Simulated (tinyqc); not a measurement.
# Inputs raised by 2 %, one at a time

Model: ballistic transport through the one-dimensional subbands of a rectangular nanowire or nanosheet channel. Computed by tinyqc, a small Python program. Command: `OMP_NUM_THREADS=1 python tinyqc.py 3004684 3004685 out.jsonl wire sens`. One thread of a shared host (Intel(R) Xeon(R) Processor @ 2.30GHz), about 0.07 s of CPU time with the checks.

Hard walls, parabolic subbands, transport along x. Energies are counted from the bulk conduction band edge at the top of the barrier, which the gate pulls down by U; the source Fermi level lies at the bulk edge when U = 0.

Inputs (values chosen for the exercise, modelled on silicon):

| quantity | value | unit |
|---|---|---|
| light mass m_t | 0.2 | m_0 |
| heavy mass m_l | 0.901 | m_0 |
| height a | 3.2 | nm |
| width b | 6 | nm |
| equivalent oxide thickness t | 1.4 | nm |
| gate voltage above flat band V_G | 1 | V |
| drain voltage V_D | 0.01 | V |
| temperature T | 300 | K |
| mean free path for back-scattering lambda | 14 | nm |
| channel length L | 24 | nm |

Valleys: silicon [100] wire.

Constants: hbar^2/(2 m_0) = 3.80998212 eV angstrom^2; k_B = 8.617333262e-05 eV/K; m_0 = 9.1093837015e-31 kg; k_B = 1.380649e-23 J/K; hbar = 1.054571817e-34 J s; eps_0 = 8.8541878128e-12 F/m; e = 1.602176634e-19 C; h = 6.62607015e-34 J s.

Method:
- E_pq = (hbar^2 pi^2/2)(p^2/(m_y b^2) + q^2/(m_z a^2)); valley pairs: (m_x, m_y, m_z) = (m_t, m_t, m_l), (m_t, m_l, m_t), (m_l, m_t, m_t), each with degeneracy g = 2; the 10 lowest subbands are kept.
- F_j(eta) = (1/Gamma(j + 1)) int_0^infinity x^j/(1 + exp(x - eta)) dx, F_0 = ln(1 + exp(eta)). Integrals over x = E/(k_B T) use 160 Gauss-Legendre points in u = sqrt(x) from 0 to sqrt(max(eta, 0) + 32).
- With degeneracy g = 2, eta_i = (U - E_i)/(k_B T) and u = e V_D/(k_B T): line density n = sum_i g sqrt(2 m_x k_B T/pi)/(2 hbar) [F_-1/2(eta_i) + F_-1/2(eta_i - u)]; gate: e n = C_ox (V_G - U/e), C_ox = 3.9 eps_0 2 (a + b)/t (flat-plate estimate); I = (2 e k_B T/h) sum_i g [F_0(eta_i) - F_0(eta_i - u)].
- Linear conductance G = (2 e^2/h) sum_i g f(eta_i), g = 2, f = 1/(1 + exp(-eta_i)), with the barrier frozen at the eta_i above; current per perimeter I/(2(a + b)); with scattering, transmission lambda/(lambda + L) and low-bias resistance (1 + L/lambda)/G.

Runs:

| input moved | from | to | line density n (1/nm) | ballistic conductance (microsiemens) | current per perimeter (microampere/micrometre) | low-bias resistance with scattering (kiloohm) |
|---|---|---|---|---|---|---|
| base run | - | - | 2.2107 | 513.41 | 260.29 | 5.2867 |
| light mass m_t (m_0) | 0.2 | 0.204 | 2.2204 | 512.79 | 259.83 | 5.2932 |
| height a (nm) | 3.2 | 3.264 | 2.2404 | 521.03 | 262.65 | 5.2095 |
| width b (nm) | 6 | 6.12 | 2.2436 | 523.74 | 261.88 | 5.1825 |
| equivalent oxide thickness t (nm) | 1.4 | 1.428 | 2.1705 | 505.37 | 256.06 | 5.3709 |
| gate voltage above flat band V_G (V) | 1 | 1.02 | 2.2632 | 523.80 | 265.76 | 5.1819 |
| mean free path for back-scattering lambda (nm) | 14 | 14.28 | 2.2107 | 513.41 | 260.29 | 5.2213 |
| channel length L (nm) | 24 | 24.48 | 2.2107 | 513.41 | 260.29 | 5.3535 |

Exponents ln(y'/y) / ln(x'/x):

| input | line density n | ballistic conductance | current per perimeter | low-bias resistance with scattering |
|---|---|---|---|---|
| light mass m_t | 0.220 | -0.061 | -0.089 | 0.061 |
| height a | 0.673 | 0.743 | 0.457 | -0.743 |
| width b | 0.745 | 1.006 | 0.309 | -1.006 |
| equivalent oxide thickness t | -0.926 | -0.797 | -0.826 | 0.797 |
| gate voltage above flat band V_G | 1.185 | 1.012 | 1.051 | -1.012 |
| mean free path for back-scattering lambda | 0.000 | 0.000 | 0.000 | -0.629 |
| channel length L | 0.000 | 0.000 | 0.000 | 0.634 |

Which inputs matter most for each result?

Among the inputs moved here: line density n answers most in size to gate voltage above flat band V_G (exponent +1.185), next to equivalent oxide thickness t (-0.926); its exponent is below 0.0005 for mean free path for back-scattering lambda, channel length L. ballistic conductance answers most in size to gate voltage above flat band V_G (exponent +1.012), and about equally to width b (+1.006); its exponent is below 0.0005 for mean free path for back-scattering lambda, channel length L. current per perimeter answers most in size to gate voltage above flat band V_G (exponent +1.051), next to equivalent oxide thickness t (-0.826); its exponent is below 0.0005 for mean free path for back-scattering lambda, channel length L. low-bias resistance with scattering answers most in size to gate voltage above flat band V_G (exponent -1.012), and about equally to width b (-1.006).
